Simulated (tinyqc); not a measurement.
Polarisation charge from two barrier thicknesses.

Inverse problem. Voff = phiB - dEc - q sigma d/(eps0 eb). Find sigma, phiB - dEc and the thickness at which Voff = 0.

Constants: q = 1.602176634e-19 C, eps0 = 8.8541878128e-14 F/cm where lengths are in cm. Results are converted to the units shown.

Voff at d = 13 and 39 nm (V): [-1.5157114, -6.0603342]
eb = 9.2384000

Solution. Voff is a straight line in d: its slope is -q sigma/(eps0 eb) and its intercept phiB - dEc.

sigma = 8.92e12 cm^-2
phiB - dEc = 0.757 V
thickness for Voff = 0 = 4.33 nm

Program tinyqc, `OMP_NUM_THREADS=1 python tinyqc.py 2180081 2180082 out.jsonl`; Intel Xeon 2.30GHz, shared host, one thread, about 0.01 s.
